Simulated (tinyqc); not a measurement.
From results back to parameters: overlap of hydrogenic dopants: pairs, impurity band and the Mott density. Four cases, with inputs chosen for the exercise.

Problem. Ry* = Ry m/eps^2, aB = a0 eps/m, and the Mott density is (0.26/aB)^3 (1/angstrom^3 = 1e24/cm^3). Binding energy and critical density come from a hidden mass and dielectric constant.

Constants: Ry = 13.60569312 eV; a0 (Bohr radius) = 0.5291772105 angstrom.

Find: aB; eps; m.

Method. aB = 0.26/n^(1/3); the product Ry* aB = Ry a0/eps gives eps, and m = a0 eps/aB.

Case 1.

binding energy = 34.50303 meV
critical density = 1.457640e+18 1/cm^3

Solution.

aB = 22.93 angstrom
eps = 9.10
m = 0.210 m0

Case 2.

binding energy = 6.18243 meV
critical density = 2.173510e+16 1/cm^3

Solution.

aB = 93.17 angstrom
eps = 12.50
m = 0.071 m0

Case 3.

binding energy = 5.30984 meV
critical density = 1.621517e+16 1/cm^3

Solution.

aB = 102.72 angstrom
eps = 13.20
m = 0.068 m0

Case 4.

binding energy = 29.31359 meV
critical density = 1.757423e+18 1/cm^3

Solution.

aB = 21.55 angstrom
eps = 11.40
m = 0.280 m0

Computed by tinyqc, one run a case: `OMP_NUM_THREADS=1 python tinyqc.py N N+1 out.jsonl` with N = 1450480, 1450557, 1450593, 1450671; one thread of a shared Intel(R) Xeon(R) Processor @ 2.30GHz, about 0.01 s a run at most.
